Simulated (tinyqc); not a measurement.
BCS gap equation with a constant attraction inside the Debye window. Changing the mean free path l. Computed by tinyqc, a small Python program. Command: `OMP_NUM_THREADS=1 python tinyqc.py 3019604 3019605 out.jsonl bcs sweep`. One thread of a shared host (Intel(R) Xeon(R) Processor @ 2.30GHz), about 0.01 s of CPU time with the checks.

Pairs attract with strength V for |xi| < k_B Theta; N(0) is the density of states for one spin. Energies are given as temperatures (E/k_B, in K) unless marked.

Inputs (values chosen for the exercise, modelled on niobium):

| quantity | value | unit |
|---|---|---|
| coupling N(0)V | 0.283 | - |
| Debye temperature Theta | 275 | K |
| Fermi velocity v_F | 310000 | m/s |
| electron density n | 5.43 | 1e28/m^3 |

Solver: bisection.

Constants: k_B = 8.617333262e-05 eV/K; hbar = 1.054571817e-34 J s; k_B = 1.380649e-23 J/K; m_0 = 9.1093837015e-31 kg; eps_0 = 8.8541878128e-12 F/m; c = 299792458 m/s; e = 1.602176634e-19 C.

Method. At T = 0 the gap equation 1/(N(0)V) = int_0^Theta d xi/sqrt(xi^2 + Delta^2) has the integral arcsinh(Theta/Delta), so Delta_0 = Theta/sinh(1/(N(0)V)); weak coupling gives 2 Theta exp(-1/(N(0)V)). xi_0 = hbar v_F/(pi Delta_0); lambda_L = sqrt(m_0 eps_0 c^2/(n e^2)); N(0) = 3 n/(2 m_0 v_F^2) for one spin; condensation energy N(0) Delta_0^2/2 = B_c^2/(2 mu_0), mu_0 = 1/(eps_0 c^2); with scattering lambda = lambda_L sqrt(1 + xi_0/l) in the local limit (where xi_0 and l both exceed lambda, nonlocal response makes the true depth larger); Ginzburg-Landau kappa = 0.96 lambda_L/xi_0 + 0.72 lambda_L/l. Free-electron mass throughout; heavier carriers, as in niobium or vanadium, give a larger lambda_L and kappa and can make the metal type II.

One run for each value:

| mean free path l (nm) | Ginzburg-Landau kappa | depth with scattering (nm) | coherence length xi_0 (nm) |
|---|---|---|---|
| 1 | 16.89 | 157.8 | 46.89 |
| 3 | 5.94 | 93.0 | 46.89 |
| 8 | 2.52 | 59.7 | 46.89 |
| 20 | 1.29 | 41.7 | 46.89 |
| 70 | 0.70 | 29.5 | 46.89 |
| 200 | 0.55 | 25.3 | 46.89 |
| 600 | 0.49 | 23.7 | 46.89 |
| 2000 | 0.48 | 23.1 | 46.89 |
| 5000 | 0.47 | 22.9 | 46.89 |

What does the table show, and why?

Over the rows, Ginzburg-Landau kappa falls from 16.9 to 0.470 (exponent d ln y / d ln x -0.95 between the first rows and -0.011 between the last); depth with scattering (nm) falls from 158 to 22.9 (exponent d ln y / d ln x -0.48 between the first rows and -0.0076 between the last); coherence length xi_0 (nm) does not change. At the low end the exponent of Ginzburg-Landau kappa is -0.95, close to -1: the dirty limit. At the high end the exponent of Ginzburg-Landau kappa is -0.01, close to 0: the clean limit. At the low end the exponent of depth with scattering is -0.48, close to -0.50: the dirty limit. At the high end the exponent of depth with scattering is -0.01, close to 0: the clean limit. The metal turns from type II to type I between l = 20 and 70 nm.
